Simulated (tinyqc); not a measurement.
Parabolic quantum dot in a magnetic field (Fock-Darwin): one step. Singlet and triplet of two electrons. Three cases, with inputs chosen for the exercise.

Problem. Give J0, the triplet less the singlet, and J0/W.

Two electrons, first order in the Coulomb energy: the singlet (0,0)^2 has 2W + J0 and the lowest triplet (0,0)(0,1) has 3W - wc/2 + J0/2 - Ez, with J0 = sqrt(pi/2) q/(eps lam), q = e^2/(4 pi eps0), Ez = |gs| muB B.

Constants: e^2/(4 pi eps0) = 14.39964547 eV angstrom.

Case 1.

Values chosen (out of a larger set: near those of a gate-defined dot in InAs; not measured data): eps = 15.4 (dielectric constant).

hbar W = 7.354307 meV
hbar wc = 2.997220 meV
Zeeman energy = 0.399630 meV
lam = 183.116 angstrom

Case 2.

Values chosen (out of a larger set: near those of a gate-defined dot in GaAs; not measured data): eps = 13.2 (dielectric constant).

hbar W = 6.949445 meV
hbar wc = 4.351911 meV
Zeeman energy = 0.069646 meV
lam = 126.890 angstrom

Case 3.

Values chosen (out of a larger set: near those of a gate-defined dot in Si; not measured data): eps = 11.5 (dielectric constant).

hbar W = 2.073328 meV
hbar wc = 2.373765 meV
Zeeman energy = 0.464344 meV
lam = 140.455 angstrom

Give: J0; E(T) - E(S); J0/W.

Solution.

Case 1.

J0 = 6.400 meV
E(T) - E(S) = 2.256 meV
J0/W = 0.87

The singlet is lower at this order. J0 is not small against W, so higher orders, which favour the singlet, can shift the splitting by a large part of itself.

Case 2.

J0 = 10.775 meV
E(T) - E(S) = -0.684 meV
J0/W = 1.55

The triplet is lower at this order. J0 exceeds W, so first order overstates the interaction and the result is only a guide.

Case 3.

J0 = 11.173 meV
E(T) - E(S) = -5.165 meV
J0/W = 5.39

The triplet is lower at this order. J0 exceeds W, so first order overstates the interaction and the result is only a guide.

Computed by tinyqc, one run a case: `OMP_NUM_THREADS=1 python tinyqc.py N N+1 out.jsonl` with N = 1252318, 1252441, 1252498; one thread of a shared Intel(R) Xeon(R) Processor @ 2.30GHz, about 0.08 s a run at most.
